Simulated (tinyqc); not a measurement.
# The bottom gap that matches the currents

Inverse problem. Photon flux above E from a black body at temperature T into a hemisphere: Phi(E, T) = A sum_k exp(-k E/th)[E^2 th/k + 2 E th^2/k^2 + 2 th^3/k^3], k = 1, 2, ..., with th = kB T/q in eV and A = 2 pi q^3/(h^3 c^2). In a two-junction cell the top cell (gap E1) absorbs every photon above E1 and the bottom cell (gap E2) every photon between E2 and E1, one electron each; the sun fills the share fs X of the hemisphere. The currents match when Phi(E2, Ts) = 2 Phi(E1, Ts). Find E2 and the matched current q fs X Phi(E1, Ts).

Parameters, values chosen for the exercise:
- Ts = 5760 K (temperature of the black-body sun)
- fs = 2.16e-5 (share of the hemisphere filled by the sun)
- X = 100 (concentration)

Constants: q = 1.602176634e-19 C, kB = 1.380649e-23 J/K, h = 6.62607015e-34 J s, c = 299792458 m/s. Results are converted to the units shown.

E1 = 1.4518240 eV

Answer. Phi falls steadily with energy, so the condition has one root below E1.

E2 = 0.7000 eV
matched current = 3757 mA/cm^2

Computed by the program tinyqc: `OMP_NUM_THREADS=1 python tinyqc.py 2820036 2820037 out.jsonl`, one thread of a shared Intel Xeon 2.30GHz, about 0.01 s for the whole run.
